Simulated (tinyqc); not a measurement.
Strained Delta valleys, repopulation and conductivity mass: one step of the calculation.

A cubic crystal with three pairs of conduction valleys along x, y and z under uniaxial stress X along [100] (X > 0 is tension); current along [010]. Non-degenerate electrons, fixed total density, one relaxation time for all valleys and stresses, masses unchanged by strain, so the mobility goes as the mean inverse mass.

Problem. Valley shifts and shares. Valley shift dE = Xu (n.e.n - trace(e)/3) with n the valley axis; share f proportional to exp(-dE/Vt).

Parameters, values chosen for the exercise:
```
symbol  value  unit                      meaning
T         273     K                  temperature
Xu       9.26    eV  shear deformation potential
```

Constants: q = 1.602176634e-19 C, kB = 1.380649e-23 J/K, Vt = kB T/q. Results are converted to the units shown.

strain (%):
```
             x             y             z
x  0.083380000   0.000000000   0.000000000
y  0.000000000  -0.023430000   0.000000000
z  0.000000000   0.000000000  -0.023430000
```

Find: dE; share f.

Solution.

```
valley  dE (meV)  share f
x         6.5937  0.24721
y        -3.2969  0.37640
z        -3.2969  0.37640
```

The splitting is 9.89 meV, 0.42 Vt.

Numbers from tinyqc (`OMP_NUM_THREADS=1 python tinyqc.py 2530080 2530081 out.jsonl`; about 0.01 s on one thread of a shared Intel Xeon 2.30GHz).
